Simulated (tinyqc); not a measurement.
## Doping from resistivity

Problem. A uniform, uncompensated and fully ionised sample has rho = 1/(q N mu), mu = m1 + (m2 (T/300 K)^(-bt) - m1)/(1 + (N/Nr)^am). Find N, mu and the diffusion coefficient mu Vt.

Values chosen for this exercise: temperature T = 500 K; mobility limit at high doping m1 = 54.1 cm^2/(V s); mobility limit at low doping, at 300 K m2 = 1410 cm^2/(V s); reference doping of the mobility law Nr = 9.41e16 cm^-3; exponent of the mobility law am = 0.684; temperature exponent of m2 bt = 1.8.

Constants: q = 1.602176634e-19 C, kB = 1.380649e-23 J/K, Vt = kB T/q. Results are converted to the units shown.

resistivity = 0.41016347 ohm cm

Answer. With am below 1 the product N mu rises steadily with N, so one doping matches; it is found by iterating N = 1/(q rho mu(N)).

N = 4.000e16 cm^-3
mu = 380.4 cm^2/(V s)
diffusion coefficient = 16.39 cm^2/s

Computed by the program tinyqc: `OMP_NUM_THREADS=1 python tinyqc.py 2110142 2110143 out.jsonl`, one thread of a shared Intel Xeon 2.30GHz, about 0.01 s for the whole run.
